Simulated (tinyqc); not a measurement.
Changing the reactive partial pressure P: Berg model of reactive sputtering of a nitride or oxide: poisoning, hysteresis and pumping speed. Computed by tinyqc, a small Python program. Command: `OMP_NUM_THREADS=1 python tinyqc.py 3012444 3012445 out.jsonl berg sweep`. One thread of a shared host (Intel(R) Xeon(R) Processor @ 2.30GHz), about 0.03 s of CPU time with the checks.

A diatomic gas reacts with bare metal on the target and on the collecting surfaces; ions remove metal and compound from the target. theta_t and theta_c are the compound fractions.

Inputs (values chosen for the exercise, close to those used for tantalum nitride): ion current density J = 6.7 mA/cm^2; target area A_t = 200 cm^2; collecting area A_c = 5700 cm^2; metal yield Y_m = 0.53; compound yield Y_c = 0.15; sticking coefficient alpha = 0.77; reactive atoms per metal atom z = 1; gas mass M = 28 u; pumping speed S = 400 l/s; gas temperature T = 300 K.

Constants: e = 1.602176634e-19 C; u = 1.6605390666e-27 kg; k_B = 1.380649e-23 J/K.

Method. Ion flux j = J/e; gas flux F = P/sqrt(2 pi M k_B T). Target: (2/z) alpha F (1 - theta_t) = j Y_c theta_t. Sputtered flows F_c = j Y_c theta_t A_t, F_m = j Y_m (1 - theta_t) A_t. Collector: (2/z) alpha F (1 - theta_c) A_c + F_c (1 - theta_c) = F_m theta_c. Gas use Q = alpha F [(1 - theta_t) A_t + (1 - theta_c) A_c] + P S/(k_B T); 1 sccm = 4.4780e17 molecules/s. Rate R = F_m + F_c, given relative to j Y_m A_t.

One run for each value:
```
reactive partial pressure P (Pa)  total flow Q (sccm)  rate relative to clean metal  theta_t  theta_c
5.00e-04                                         3.32                       0.81298  0.26084  0.79801
1.10e-03                                         3.36                       0.68664  0.43705  0.91899
2.30e-03                                         3.17                       0.55633  0.61880  0.97207
5.00e-03                                         3.25                       0.44133  0.77920  0.99236
1.10e-02                                         4.17                       0.36483  0.88589  0.99819
2.30e-02                                         6.57                       0.32462  0.94197  0.99956
5.00e-02                                        12.28                       0.30278  0.97244  0.99990
1.10e-01                                        25.17                       0.29214  0.98728  0.99998
2.30e-01                                        51.02                       0.28741  0.99388  1.00000
5.00e-01                                       109.24                       0.28504  0.99717  1.00000
```

What does the table show, and why?

Over the rows, total flow Q (sccm) lies between 3.17 and 109 without a single trend; rate relative to clean metal falls from 0.813 to 0.285 (exponent d ln y / d ln x -0.21 between the first rows and -0.011 between the last); theta_t rises from 0.261 to 0.997 (exponent d ln y / d ln x 0.65 between the first rows and 0.0043 between the last). Where Q falls as P rises the target is poisoning and the metal that getters the gas dwindles; that stretch is unstable under flow control.

Caution (rows 0.00110, 0.00230): here dQ/dP is negative, a branch that flow control cannot hold.

Extremes, crossings and ranges named in words are read from the listed rows.
